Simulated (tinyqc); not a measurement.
Worked calculation: inverse iteration on a symmetric matrix. Computed by tinyqc, a small Python program that keeps every step. Settings: method = inverse, shift = 1.55. Command: `OMP_NUM_THREADS=1 python tinyqc.py 28830 28831 out.jsonl` (the two numbers bound the seeds that draw the settings). One thread of a shared host (Intel(R) Xeon(R) Processor @ 2.60GHz), about 0.01 s of CPU time with the checks.

A:
$$\begin{pmatrix}
2.143000 & -0.601000 & -0.480000 & -0.460000 \\
-0.601000 & 2.265000 & -1.024000 & -0.997000 \\
-0.480000 & -1.024000 & 3.088000 & -1.050000 \\
-0.460000 & -0.997000 & -1.050000 & 3.134000
\end{pmatrix}$$

Stop when the residual |A v - lambda v| is below 1e-9.

Steps:
```
step      lambda  residual
1     0.33159624  3.13e-01
2     0.33136557  2.95e-01
3     0.34204172  3.26e-01
4     0.36181573  3.85e-01
5     0.39213305  4.60e-01
6     0.43635851  5.49e-01
7     0.49926022  6.51e-01
8     0.58653571  7.61e-01
9     0.70387326  8.75e-01
10    0.85521896  9.82e-01
11    1.04034985  1.07e+00
12    1.25267597  1.13e+00
13    1.47892412  1.14e+00
14    1.70187546  1.11e+00
15    1.90527741  1.04e+00
16    2.07820119  9.43e-01
17    2.21661055  8.33e-01
18    2.32214393  7.19e-01
19    2.39966942  6.12e-01
20    2.45507614  5.14e-01
21    2.49390155  4.29e-01
22    2.52073339  3.55e-01
23    2.53909948  2.93e-01
24    2.55158840  2.42e-01
25    2.56004290  1.99e-01
26    2.56574892  1.63e-01
27    2.56959208  1.34e-01
28    2.57217699  1.10e-01
29    2.57391398  8.99e-02
30    2.57508046  7.37e-02
```

Can the last value be used, and what does the course show?

Not by the stop rule. Not converged in 30 steps: the residual falls only by the ratio of the two smallest distances of eigenvalues from the shift, 0.82 a step. all eigenvalues, for comparison: [0.295413, 2.577460, 3.595840, 4.161287].
